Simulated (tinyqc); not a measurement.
Plane-wave Kohn-Sham cycle with exchange-only LDA in a layered model solid, step by step. One step of it, computed by the program tinyqc.

Task: Iteration 1: Hamiltonian at one k. H(m,m') = (k + G_m)^2/2 delta + V(G_m - G_m'), with V(-G) = V(G).

A solid whose potential varies along x alone (atomic units):

| parameter | value |
|---|---|
| period a | 7.300000 |
| cross-section of the cell | 26.000000 |
| electrons per cell | 2 |
| grid points | 16 |
| plane waves -n..n, n | 2 |
| k points | 4 |
| V1 in V1 cos(2 pi x/a) | -0.580000 |

V(G_m), m = 0, 1, 2, ... (hartree): -0.215891  -0.290000  0.000000  0.000000  0.000000

k = 0.125000 2 pi / a

Give: H.

Result:

H (hartree), lower triangle:
```
         -2       -1       +0       +1      +2
-2   1.0863
-1  -0.2900   0.0677
+0   0.0000  -0.2900  -0.2101
+1   0.0000   0.0000  -0.2900   0.2529
+2   0.0000   0.0000   0.0000  -0.2900  1.4567
```
